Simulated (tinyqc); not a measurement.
Drifting, spreading and decaying minority pulse (Haynes-Shockley), Crank-Nicolson time steps: one step of the calculation.

Low injection in a uniform field: dn/dt = D d2n/dx2 - v dn/dx - n/tau with D = mu Vt and v = mu F towards +x. Exact solution on an infinite bar for a Gaussian start at x0: n = N0 exp(-t/tau) exp(-(x - x0 - v t)^2/(2 s^2))/sqrt(2 pi s^2), s^2 = s0^2 + 2 D t.

Task. Densities after a time step. (L n)_i = a n_(i-1) + b n_i + c n_(i+1), n = 0 beyond the ends. Crank-Nicolson step: solve n(new) - L n(new)/2 = n + L n/2.

a = 0.53743138
b = -0.68840395
c = 0.093829711
n at t = 0, node 1 to 9 (in units of 1e10 cm^-3): 0.2878343  1.6946614  4.9096116  6.9989874  4.9096116  1.6946614  0.2878343  0.0240561  0.0009893

Wanted: n at t = 1 dt.

Result.

n at t = 1 dt, node 1 to 9 (in units of 1e10 cm^-3): 0.2423  1.2232  3.4122  5.4254  5.0380  2.8625  1.0622  0.2838  0.0620

Program tinyqc, `OMP_NUM_THREADS=1 python tinyqc.py 2310020 2310021 out.jsonl`; Intel Xeon 2.30GHz, shared host, one thread, about 0.01 s.
